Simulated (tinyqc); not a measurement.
Yield against design margin.

Cells fail independently with probability Q(k) = erfc(k/sqrt(2))/2 when the margin is k standard deviations, and Y = exp(-Nb Q(k)). phi = exp(-k^2/2)/sqrt(2 pi).  k = margin/s(dVT). With one spare that repairs any one cell, Y1 = exp(-x)(1 + x), x = Nb Q(k).

Values chosen for this exercise: number of cells Nb = 65536.

s(dVT) = 30.2 mV

Yield against design margin:
```
M (mV),k,Q(k),expected failures x,Y,Y1
120,3.974,3.541e-5,2.321,0.09821,0.3261
129,4.272,9.707e-6,0.6362,0.5293,0.8661
135,4.470,3.907e-6,0.2561,0.7741,0.9723
141,4.669,1.514e-6,0.09924,0.9055,0.9954
150,4.967,3.402e-7,0.02229,0.9780,0.9998
159,5.265,7.013e-8,0.004596,0.9954,1.000
168,5.563,1.327e-8,8.694e-4,0.9991,1.000
180,5.960,1.259e-9,8.252e-5,0.9999,1.000
```

Over a change of the margin from 120 to 180 mV, k goes from 3.97 to 5.96, the expected failures fall by 4.4 decades and the yield goes from 0.0982 to 0.9999. The spare helps most at M = 129 mV among the rows, where it lifts the yield from 0.529 to 0.866.

Program tinyqc, `OMP_NUM_THREADS=1 python tinyqc.py 2090052 2090053 out.jsonl`; Intel Xeon 2.30GHz, shared host, one thread, about 0.01 s.
